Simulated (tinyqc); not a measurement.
## Gain of the pnp from the holding current

Inverse problem. On state with both base-emitter voltages at Von: npn base current Ib = (Von/Rs + bp Von/Rw)/(bn bp - 1), holding current Ih = (bn + 1) Ib + Von/Rs. Find bp.

Values chosen for this exercise: current gain of the npn bn = 23.9; substrate resistance shunting the npn Rs = 1200 ohm; well resistance shunting the pnp Rw = 1000 ohm; base-emitter voltage in the on state Von = 0.69 V.

Ih = 1.4658521 mA

Answer. Ih gives Ib, and Ib (bn bp - 1) = Von/Rs + bp Von/Rw is linear in bp.

bp = 3.70

Computed by the program tinyqc: `OMP_NUM_THREADS=1 python tinyqc.py 2670045 2670046 out.jsonl`, one thread of a shared Intel Xeon 2.30GHz, about 0.04 s for the whole run.
